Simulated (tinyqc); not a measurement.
# Planar ballistic transistor, top-of-the-barrier model, step by step

tinyqc, about 0.01 s, one thread, Intel Xeon 2.30GHz (shared host): `OMP_NUM_THREADS=1 python tinyqc.py 2400061 2400062 out.jsonl` Printed values are rounded.

At the top of the source barrier, states moving towards the drain are filled by the source (Fermi level 0) and states moving back by the drain (Fermi level -q Vd); nothing scatters. U is the shift of the band edge there, set by the capacitances CG, CD and CS (the total) and by the charge. Parabolic two-dimensional band; the source is grounded.

Inputs (values chosen for the exercise); mass and valleys close to those of gallium nitride: temperature T = 300 K; effective mass m = 0.207 m0; valley degeneracy gv = 1; relative permittivity of the gate insulator eox = 3.9; insulator thickness tox = 3.7 nm; gate control CG/CS aG = 0.83; drain control CD/CS aD = 0.044; band edge at the barrier top above the source Fermi level at zero bias E0 = 0.15 eV; gate voltage Vg = 0.4 V; drain voltage Vd = 0.4 V.

Constants: q = 1.602176634e-19 C, kB = 1.380649e-23 J/K, hbar = 1.054571817e-34 J s, m0 = 9.1093837015e-31 kg, Vt = kB T/q, eps0 = 8.8541878128e-14 F/cm where lengths are in cm. Results are converted to the units shown.

## Density of states, capacitances and charge at zero bias

N0 = gv m kB T/(pi hbar^2), CG = eps0 eox/tox, vT = sqrt(2 kB T/(pi m)), CS = CG/aG, n0 = n at U = 0 and Vd = 0. eta1 = -(E0 + U)/Vt, eta2 = eta1 - Vd/Vt, n = (N0/2)[F_0(eta1) + F_0(eta2)], F_0(x) = ln(1 + exp x). UL = -(aG Vg + aD Vd).

N0 = 2.235433e12 cm^-2
CG = 0.9332793 uF/cm^2
CS = 1.124433 uF/cm^2
n0 = 6.742446e9 cm^-2
UL = -0.3496 eV

## Iteration 1: self-consistent potential at the barrier top

U at the start (U = UL) = -0.3496 eV

eta1 = -(E0 + U)/Vt, eta2 = eta1 - Vd/Vt, n = (N0/2)[F_0(eta1) + F_0(eta2)], F_0(x) = ln(1 + exp x). U(out) = UL + q (n - n0)/CS. U(new) = U + 0.2 (U(out) - U).

eta1 = 7.720873
eta2 = -7.751818
n = 8.630723e12 cm^-2
U(out) = 0.8792098 eV
U after iteration 1 = -0.1038380 eV

## Iteration 2: self-consistent potential at the barrier top

As before.

eta1 = -1.785624
eta2 = -17.25832
n = 1.732790e11 cm^-2
U(out) = -0.3258706 eV
U after iteration 2 = -0.1482446 eV

## Course of the iteration: self-consistent potential at the barrier top

Stop when U changes by less than 1e-9 eV, or after 90 iterations.

Course of the iteration:
```
iteration      U (eV)  |change| (eV)
1          -0.1038380          0.246
2          -0.1482446         0.0444
3          -0.1676926         0.0194
4          -0.1694590        1.77e-3
5          -0.1694090        5.00e-5
6          -0.1694108        1.86e-6
7          -0.1694108        6.90e-8
8          -0.1694108        2.56e-9
9          -0.1694108       9.47e-11
```

Converged in 9 iterations. At the end each change is about 0.037 times the one before, with alternating sign: linear convergence.

## Current, mean velocity and share of the gate voltage

converged U = -0.1694108 eV

N0 = gv m kB T/(pi hbar^2), CG = eps0 eox/tox, vT = sqrt(2 kB T/(pi m)), CS = CG/aG, n0 = n at U = 0 and Vd = 0. eta1 = -(E0 + U)/Vt, eta2 = eta1 - Vd/Vt, n = (N0/2)[F_0(eta1) + F_0(eta2)], F_0(x) = ln(1 + exp x). I = q (N0/2) vT [F_(1/2)(eta1) - F_(1/2)(eta2)] per width, F_(1/2)(x) = (2/sqrt(pi)) int_0^infinity u^(1/2)/(1 + exp(u - x)) du. Mean velocity I/(q n). CQ = (q/Vt) dn/d(eta1); the band edge follows the gate as -dU/dVg = aG/(1 + CQ/CS).

eta1 = 0.7508416
n = 1.271339e12 cm^-2
I = 282.3957 uA/um
mean velocity = 1.386393e7 cm/s
CQ = 4.705974 uF/cm^2
-dU/dVg = 0.1600710 eV/V

The carriers from the source are near degeneracy (eta1 = 0.751), and the mean velocity is 1.17 times vT = sqrt(2 kB T/(pi m)) = 1.18e7 cm/s.
